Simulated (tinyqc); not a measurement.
Inside a calculation. Method: sp3 tight binding, zinc-blende lattice. One step of it, computed by the program tinyqc.

Problem. Levels at k. Diagonalise the Hermitian matrix.

H(k) at k (eV), order a s, a px, a py, a pz, c s, c px, c py, c pz:
```
[[-15.400000, 0.000000, 0.000000, 0.000000, -5.477472+2.657014i, -1.280059+4.385828i, 4.819962-1.164764i, 1.501605-3.738746i],
 [0.000000, -8.090000, 0.000000, 0.000000, 1.280059-4.385828i, 1.327872-0.644125i, 1.740009-4.332333i, 5.585210-1.349689i],
 [0.000000, 0.000000, -8.090000, 0.000000, -4.819962+1.164764i, 1.740009-4.332333i, 1.327872-0.644125i, -1.483289+5.082150i],
 [0.000000, 0.000000, 0.000000, -8.090000, -1.501605+3.738746i, 5.585210-1.349689i, -1.483289+5.082150i, 1.327872-0.644125i],
 [-5.477472-2.657014i, 1.280059+4.385828i, -4.819962-1.164764i, -1.501605-3.738746i, -13.380000, 0.000000, 0.000000, 0.000000],
 [-1.280059-4.385828i, 1.327872+0.644125i, 1.740009+4.332333i, 5.585210+1.349689i, 0.000000, -7.030000, 0.000000, 0.000000],
 [4.819962+1.164764i, 1.740009+4.332333i, 1.327872+0.644125i, -1.483289-5.082150i, 0.000000, 0.000000, -7.030000, 0.000000],
 [1.501605+3.738746i, 5.585210+1.349689i, -1.483289-5.082150i, 1.327872+0.644125i, 0.000000, 0.000000, 0.000000, -7.030000]]
```

Give: eigenvalues; weights |c|^2 of the basis functions.

Solution.

eigenvalues (eV): [-23.570, -19.549, -15.886, -14.817, -2.595, -0.572, -0.221, 3.069]

weights |c|^2 of the basis functions, order a s, a px, a py, a pz, c s, c px, c py, c pz:
```
[[0.508, 0.108, 0.042, 0.001, 0.277, 0.031, 0.008, 0.026],
 [0.028, 0.119, 0.090, 0.263, 0.030, 0.252, 0.065, 0.152],
 [0.006, 0.155, 0.303, 0.001, 0.142, 0.178, 0.077, 0.137],
 [0.022, 0.126, 0.093, 0.272, 0.013, 0.001, 0.313, 0.160],
 [0.348, 0.177, 0.056, 0.001, 0.344, 0.034, 0.010, 0.031],
 [0.040, 0.085, 0.082, 0.227, 0.030, 0.293, 0.075, 0.167],
 [0.017, 0.137, 0.244, 0.001, 0.150, 0.210, 0.089, 0.152],
 [0.032, 0.092, 0.089, 0.234, 0.014, 0.001, 0.362, 0.175]]
```
